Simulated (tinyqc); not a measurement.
# Harmonic transition-state theory with quantum, tunnelling and friction corrections, step by step

A worked calculation. Computed by tinyqc, a small Python program that keeps every step. Command: `OMP_NUM_THREADS=1 python tinyqc.py 3014382 3014383 out.jsonl rates walk`. One thread of a shared host (Intel(R) Xeon(R) Processor @ 2.30GHz), about 0.01 s of CPU time with the checks. Intermediate numbers are printed to about 6 digits and carried at full precision; extremes and crossings named in words are read from the listed rows.

One atom hops between equivalent sites; three modes at the minimum and two real modes at the saddle are treated as harmonic, the rest of the crystal as unchanged; melting is ignored, so hot rows may lie above the melting point.

Inputs (values chosen for the exercise, modelled on interstitial copper in silicon):

| quantity | value | unit |
|---|---|---|
| barrier E_b | 0.196 | eV |
| imaginary frequency at the saddle nu_b | 3.65 | THz |
| temperature T | 125 | K |
| jump length d | 2.35 | angstrom |
| number of jump directions z | 4 | - |
| friction gamma/(2 pi) | 1.3 | THz |

Lattice of sites: three-dimensional. Correction studied: friction.

frequencies at the minimum (THz): 5.18  7.19  7.63

real frequencies at the saddle (THz): 4.57  7.97

Constants: k_B = 8.617333262e-05 eV/K; h x 1 THz = 4.135667696 meV.

## Classical rate and diffusivity

Vineyard: nu* = product of minimum frequencies / product of real saddle frequencies; k_cl = nu* exp(-E_b/(k_B T)). Activation entropy S = k_B ln(nu* h/(k_B T)); for uncorrelated jumps D = z k d^2/6 and D0 = z nu* d^2/6; 1 angstrom^2 = 1e-16 cm^2.

prefactor nu* = 7.80205 THz

classical rate k_cl = 97686.9 1/s

activation entropy in the Eyring form = 1.09712 k_B

classical diffusivity D = 3.59651e-11 cm^2/s

prefactor D0 = 0.00287245 cm^2/s

Caution: h nu exceeds k_B T, so zero-point and tunnelling corrections to the classical rate matter.

## Quantum harmonic rate

Quantum harmonic: k_q = (k_B T/h) [prod 2 sinh(x_i/2) (minimum) / prod 2 sinh(x_j/2) (saddle)] exp(-E_b/(k_B T)), x = h nu/(k_B T). Zero-point correction to the barrier = (h/2)(sum of saddle frequencies - sum of minimum frequencies).

x at the minimum: 1.98881  2.76052  2.92946

x at the saddle: 1.75460  3.06000

zero-point correction = -15.4260 meV

quantum harmonic rate k_q = 132590 1/s

ratio k_q/k_cl = 1.35729

To second order in x the ratio is 1 + (sum x_i^2 - sum x_j^2)/24 = 1.3215.

## Tunnelling factors

With u = h nu_b/(k_B T): Wigner factor 1 + u^2/24; parabolic barrier (Bell) (u/2)/sin(u/2), valid above T_c = h nu_b/(2 pi k_B); symmetric Eckart barrier: kappa = int_0^infinity P(E) exp(-(E - E_b)/(k_B T)) dE/(k_B T), P = (cosh 2a - 1)/(cosh 2a + cosh 2d), a = alpha sqrt(E/E_b), alpha = 2 pi E_b/(h nu_b), 2d = 2 sqrt(alpha^2 - pi^2/4).

u = 1.40138

crossover temperature T_c = 27.8795 K

Wigner factor = 1.08183

Bell factor = 1.08677

Eckart factor = 1.09096

T/T_c = 4.48: tunnelling is a small correction.

## Friction

Kramers: spatial-diffusion factor kappa_s = sqrt(1 + y^2) - y with y = gamma/(2 omega_b); weak-friction (energy-diffusion) estimate kappa_e = Delta/2 with Delta = (16/3)(gamma/omega_b) E_b/(k_B T), the energy lost in one round trip of a well at the barrier energy of a symmetric quartic double well, over k_B T (half of the escaping atoms fall back); bridge 1/kappa = 1/kappa_s + 1/kappa_e. omega_b = 2 pi nu_b; rate with friction = kappa k_cl.

y = 0.178082

kappa_s = 0.837651

kappa_e = 17.2819

transmission kappa = 0.798927

rate with friction = 78044.7 1/s

Caution: the bridge is a rough interpolation, good to tens of per cent near the turnover.

## Kramers turnover

The formulas are those given above.

Transmission:

| gamma/omega_b | kappa_s | kappa_e | kappa |
|---|---|---|---|
| 0.001 | 0.999500 | 4.85224e-02 | 0.046276 |
| 0.003 | 0.998501 | 1.45567e-01 | 0.127046 |
| 0.01 | 0.995012 | 4.85224e-01 | 0.326167 |
| 0.03 | 0.985112 | 1.45567e+00 | 0.587516 |
| 0.1 | 0.951249 | 4.85224e+00 | 0.795330 |
| 0.3 | 0.861187 | 1.45567e+01 | 0.813085 |
| 1 | 0.618034 | 4.85224e+01 | 0.610261 |
| 3 | 0.302776 | 1.45567e+02 | 0.302147 |
| 10 | 0.099020 | 4.85224e+02 | 0.098999 |
| 30 | 0.033296 | 1.45567e+03 | 0.033296 |

kappa peaks at 0.81 near gamma/omega_b = 0.3 among these rows. Below, too little energy reaches the atom and the rate grows with friction; above, recrossings cut it, as omega_b/gamma in the end (0.0333 against 0.0333). Transition-state theory, kappa = 1, is the upper bound. Caution: the simple bridge underestimates kappa near the turnover by some ten per cent and can shift the peak to higher friction; long jumps on a lattice are ignored.

Checks made by the program: quantum rate against the classical one at very high temperature (relative difference 5e-09).
